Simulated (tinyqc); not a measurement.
# Programming of a floating-gate cell by Fowler-Nordheim tunnelling, step by step

Numbers from tinyqc (`OMP_NUM_THREADS=1 python tinyqc.py 2130047 2130048 out.jsonl`; about 0.01 s on one thread of a shared Intel Xeon 2.30GHz). Printed values are rounded.

Per tunnel area the floating gate has Ctun = 3.9 eps0/tox to the channel (0 V) and Ccg to the control gate, Ct = Ctun/(1 - ag), no other coupling. With the threshold shift U = -Q/Ccg the field is F = ag (Vg - U)/tox, and dU/dt = J/Ccg. Fowler-Nordheim: J = A F^2 exp(-B/F), A = q^2/(16 pi^2 hbar mo phi) (times 1e14 for A/cm^2 with F in V/nm, emitter mass m0), B = (4/3) sqrt(mo/C) phi^1.5, C = hbar^2/(2 m0).

Parameters, values chosen for the exercise; oxide values close to those of silicon dioxide:

| symbol | value | unit | meaning |
|---|---|---|---|
| phi | 3.05 | eV | tunnel barrier |
| mo | 0.44 | m0 | tunnelling mass |
| tox | 7.4 | nm | tunnel oxide thickness |
| ag | 0.7 |  | coupling ratio Ccg/Ct |
| ar | 5300 | nm^2 | tunnel area |
| Vt0 | -0.9 | V | threshold shift at the start |
| Vg | 11.9 | V | control-gate voltage |
| dt | 8.5 | us | time step |
| n | 12 |  | steps |

Constants: q = 1.602176634e-19 C, hbar = 1.054571817e-34 J s, m0 = 9.1093837015e-31 kg, eps0 = 8.8541878128e-14 F/cm where lengths are in cm, hbar^2/(2 m0) = 0.0380998212 eV nm^2. Results are converted to the units shown.

Range of the model: Programming fields of 10 MV/cm and more wear the oxide; trapping and the channel potential are ignored.

## Constants of the cell

A, B, Ccg = ag Ct, the starting field and current, K = A B ag/(Ccg tox), and the knee time t0 = exp(B/F(0))/K.

A = 1.14861e8 A cm^-2 (V/nm)^-2
B = 24.1353 V/nm
Ccg = 1.08883 uF/cm^2
F(0) = 1.21081 V/nm
J(0) = 0.371061 A/cm^2
K = 2.40843e14 1/s
t0 = 1.88428 us
electrons for 1 V of shift = 360.184

## Explicit time steps against the exact solution

U(new) = U + dt J(F(U))/Ccg. Exact: exp(B/F(t)) = exp(B/F(0)) + K t, K = A B ag/(Ccg tox), and U = Vg - tox F/ag.

```
step  t (us)  F (V/nm)  J (A/cm^2)  U by steps (V)  U exact (V)
0          0   1.21081    0.371061        -0.90000     -0.90000
1        8.5   0.93680  6.52294e-4         1.99671      0.10954
2         17   0.93632  6.43044e-4         2.00181      0.42661
3       25.5   0.93584  6.34044e-4         2.00683      0.61520
4         34   0.93537  6.25285e-4         2.01178      0.74854
5       42.5   0.93491  6.16758e-4         2.01666      0.85119
6         51   0.93446  6.08453e-4         2.02147      0.93440
7       59.5   0.93401  6.00362e-4         2.02622      1.00419
8         68   0.93356  5.92477e-4         2.03091      1.06421
9       76.5   0.93313  5.84789e-4         2.03553      1.11677
10        85   0.93269  5.77293e-4         2.04010      1.16349
11      93.5   0.93227  5.69981e-4         2.04461      1.20549
12       102   0.93185  5.62846e-4         2.04906      1.24362
```

The steps run ahead by 1890 mV after the first and 805 mV after the last, as each uses the larger current of its start; the step is 4.5 of the knee time t0. The overshoot lowers the field, so later steps gain less than the exact curve and the error ends smaller than after the first step.
